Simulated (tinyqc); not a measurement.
Radius, Mott density and mass from the binding energy.

Problem. A donor has the isolated binding energy E0 = cc Ry, Ry = (m0 q^3/(8 eps0^2 h^2)) me/eps_r^2 in eV, radius a = q/(8 pi eps0 eps_r E0) and Mott density (0.26/a)^3. Find a, the Mott density and me.

Values chosen for this exercise:
```
symbol  value  unit                                                 meaning
eps_r    15.9                                         relative permittivity
cc          1        ratio of the true binding energy to the hydrogenic one
```

Constants: q = 1.602176634e-19 C, eps0 = 8.8541878128e-12 F/m, h = 6.62607015e-34 J s, m0 = 9.1093837015e-31 kg. Results are converted to the units shown.

E0 = 6.4581432 meV

Answer. Each follows directly from E0.

a = 7.012 nm
Mott density = 5.099e16 cm^-3
me = 0.1200 m0

Program tinyqc, `OMP_NUM_THREADS=1 python tinyqc.py 2330108 2330109 out.jsonl`; Intel Xeon 2.30GHz, shared host, one thread, about 0.02 s.
